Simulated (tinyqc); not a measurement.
# Ground and coupling capacitance from two measurements

Inverse problem. A line has Cg to the planes and Cc to each of two neighbours. Find Cg, Cc, the load when both neighbours switch in antiphase, and the pulse on the line when it floats and both neighbours swing by Vx.

Values chosen for this exercise:
- Vx = 0.8 V (swing)

capacitance with neighbours driven alike and with neighbours grounded (aF/um): [44, 160]

Solution. Driven alike, Cc carries no charge, which leaves Cg; grounded neighbours give Cg + 2 Cc, antiphase Cg + 4 Cc; a floating line divides the swing as 2 Cc/(Cg + 2 Cc).

Cg = 44.0 aF/um
Cc = 58.0 aF/um
load in antiphase = 276 aF/um
pulse = 0.580 V

Computed by the program tinyqc: `OMP_NUM_THREADS=1 python tinyqc.py 2790180 2790181 out.jsonl`, one thread of a shared Intel Xeon 2.30GHz, about 1 s for the whole run.
